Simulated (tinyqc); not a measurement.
One electron in a tunnel-coupled double dot: charge qubit, sensing and quantum capacitance: one step of the calculation.

Basis (left, right), H = [[ep/2, tc], [tc, -ep/2]], splitting Om = sqrt(ep^2 + 4 tc^2), ep = al times the gate voltage. In equilibrium the electron is on the right with the chance P_R = [1 + (ep/Om) tanh(Om/2 kB T)]/2.

Task. Dephasing by charge noise. Noise in ep shifts Om by (ep/Om) d + (2 tc^2/Om^3) d^2. For Gaussian d of deviation se the spread of Om is sqrt[(ep se/Om)^2 + 2 (2 tc^2 se^2/Om^3)^2], and T2* is estimated as sqrt(2) hbar/spread; Om T2*/h counts the oscillations within T2*.

Parameters, values chosen for the exercise:
```
symbol  value  unit                                   meaning
tc         16   ueV                           tunnel coupling
se        2.7   ueV  deviation of quasi-static detuning noise
ep       54.4   ueV                                  detuning
```

Constants: q = 1.602176634e-19 C, hbar = 1.054571817e-34 J s, h = 6.62607015e-34 J s. Results are converted to the units shown.

Find: first-order spread; second-order spread; T2*; oscillations within T2*.

Result.

first-order spread = 2.3272 ueV
second-order spread = 0.020996 ueV
T2* = 0.39997 ns
oscillations within T2* = 6.1039

At ep = 0 the first-order term vanishes and T2* would be 5.78 ns.

tinyqc, about 0.01 s, one thread, Intel Xeon 2.30GHz (shared host): `OMP_NUM_THREADS=1 python tinyqc.py 2470018 2470019 out.jsonl`
